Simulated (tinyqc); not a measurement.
Plane-wave Kohn-Sham cycle with exchange-only LDA in a layered model solid, step by step. Computed by tinyqc, a small Python program that keeps every step. Settings: points = 16, plane-wave index or count = 3, electrons = 2, k points = 3, area = 15.0, mixing = 1.0, iteration cap = 52, Pulay depth = 3. Command: `OMP_NUM_THREADS=1 python tinyqc.py 25921 25922 out.jsonl` (the two numbers bound the seeds that draw the settings). One thread of a shared host (Intel(R) Xeon(R) Processor @ 2.60GHz), about 0.05 s of CPU time with the checks.

A solid whose potential varies along x alone (atomic units):
```
parameter                      value
period a                   15.400000
cross-section of the cell  15.000000
electrons per cell                 2
grid points                       16
plane waves -n..n, n               3
k points                           3
V1 in V1 cos(2 pi x/a)     -0.360000
V2 in V2 cos(4 pi x/a)     -0.220000
```

Stop when sqrt(dV sum R^2) is below 1e-8, dV = a A/N.

Course of the cycle:
```
iteration  E (hartree)  norm of the residual
1          -1.03795774              2.14e-01
2          -2.36789982              3.55e-01
3          -0.54900716              1.11e-01
4          -0.69792746              2.32e-01
5          -0.69497948              1.39e-01
6          -0.53840402              1.05e-01
7          -0.51603184              9.56e-02
8          -0.76813939              2.49e-01
9          -0.58345756              2.18e-01
10         -0.48951836              1.72e-02
11         -0.51879216              1.89e-01
...                ...                   ...
42         -1.00690986              1.83e-01
43         -0.72093861              1.38e-01
44         -1.83090191              3.20e-01
45         -0.58271086              2.15e-01
46         -0.53739644              1.05e-01
47         -0.61105964              2.21e-01
48         -0.49341174              5.52e-02
49         -0.49639917              7.31e-02
50         -0.48987673              2.92e-02
51         -0.49139610              5.33e-02
52         -0.49745760              7.44e-02
```

Can the last value be used, and what does the course show?

Not by the stop rule. Not converged within 52 iterations: the residual falls in a zigzag, on average by a factor of about 0.83 a step. Reruns (cap 100 unless said): mixing 0.1: converged in 62 (E = -0.48885); mixing 0.5, Kerker q0 1.0: converged in 36 (E = -0.48885); mixing 0.3, Pulay depth 5: converged in 70 (E = -0.48885); the original settings with a cap of 400: converged in 66 (E = -0.48885).
